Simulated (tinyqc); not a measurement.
# Band bending at a free surface with one surface level, surface photovoltage and Kelvin probe: photovoltage against injection

n-type bulk, xi = Ec - EF = Vt ln(Nc/Nd), p0 = ni^2/Nd, ni = sqrt(Nc Nv) exp(-Eg/(2 Vt)), Eg in volts. b is the upward band bending, u = b/Vt. Space charge per area, in units of q: Qc = sign(b) sqrt((2 eps0 eps_r Vt/q) [(Nd + dn)(exp(-u) - 1) + Nd u + (p0 + dn)(exp(u) - 1)]), with dn the excess density under light (flat quasi-Fermi levels; 0 in the dark). The level holds -Ns f, f = 1/(1 + exp((xi + b - Es)/Vt)). Neutrality: Qc + Qf + (charge of the states) = 0.

Under chopped light the surface charge keeps its dark value, so b falls to bL with Qc(bL, dn) = Qc(b, 0); the photovoltage is b - bL.

Values chosen for this exercise; band and dielectric values those of a made-up semiconductor: temperature T = 300 K; band gap Eg = 0.754 eV; relative permittivity eps_r = 20.2; conduction-band density of states at T Nc = 1.35e19 cm^-3; valence-band density of states at T Nv = 5.43e18 cm^-3; donor density Nd = 8.8e15 cm^-3; fixed positive charge at the surface Qf = 0 cm^-2; density of an acceptor-like surface level Ns = 2.9e11 cm^-2; its depth below the conduction edge Es = 0.34 eV.

Constants: q = 1.602176634e-19 C, kB = 1.380649e-23 J/K, Vt = kB T/q, eps0 = 8.8541878128e-14 F/cm where lengths are in cm. Results are converted to the units shown.

Photovoltage against injection:
```
dn (cm^-3)   bL (V)  photovoltage (mV)  share of b removed (%)
7.2e6        0.1470           6.218e-6                4.229e-6
9.4e7        0.1470           8.118e-5                5.522e-5
1.2e9        0.1470           0.001036                7.049e-4
1.6e10       0.1470            0.01381                0.009394
2.1e11       0.1468             0.1801                  0.1225
2.8e12       0.1448              2.218                   1.509
3.6e13       0.1306              16.41                   11.16
4.8e14      0.09456              52.46                   35.68
6.3e15      0.04994              97.08                   66.03
8.2e16      0.01763              129.4                   88.01
```

The photovoltage rises from 6.22e-6 to 129 mV, towards the full b = 147 mV. Its steepest rise is 39.9 mV a decade (Vt ln 10 = 59.5 mV), and it reaches 88.0 % of b in the last row: even strong light does not flatten the bands fully, so a saturation reading understates b. For dn = 8.2e16 the injection is high, and a Dember voltage, left out here, adds to the signal.

tinyqc, about 0.01 s, one thread, Intel Xeon 2.30GHz (shared host): `OMP_NUM_THREADS=1 python tinyqc.py 2430133 2430134 out.jsonl`
